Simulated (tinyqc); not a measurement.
Thermal, flicker and telegraph noise of a field-effect transistor: one step, computed by the program tinyqc. Command: `OMP_NUM_THREADS=1 python tinyqc.py 3029542 3029543 out.jsonl noise walk`. One thread of a shared host (Intel(R) Xeon(R) Processor @ 2.30GHz), about 0.01 s of CPU time with the checks.

Strong inversion, threshold roll-off and channel-length modulation left out; noise sources are uncorrelated and are given as one-sided spectral densities.

Question. How many traps? Active traps per decade of time constant: N_dec = N_t k_B T W L lambda ln(10); a single trap at the interface shifts the threshold by e/(W L C_ox) and the current by g_m times that; tunnelling depth for frequency f, z = lambda ln(1/(2 pi f tau_0)), tau_0 = 1e-10 s.

Inputs (values chosen for the exercise, modelled on a high-k silicon transistor): width W = 0.6 micrometre; length L = 24 nm; oxide trap density N_t = 5.7e+15 1/(eV cm^3); frequency f = 2000 Hz; temperature T = 300 K.

Operating region: saturation. Flicker model: Hooge.

tunnelling length lambda = 0.9412982 angstrom

C_ox = 2.031255 microfarad/cm^2

g_m = 1056.614 microsiemens

drain current I = 294.2047 microampere

Constants: k_B = 8.617333262e-05 eV/K; e = 1.602176634e-19 C.

Give: traps per decade; threshold step of one trap; current step of one trap; depth probed at f.

Answer.

traps per decade = 4.599e-04

threshold step of one trap = 0.5478 mV

current step of one trap = 0.1967 %

depth probed at f = 1.279 nm

With fewer than one trap per decade the spectrum is not a smooth 1/f but a few Lorentzians, seen in time as telegraph steps, and S_Vfb is only the mean over many devices.
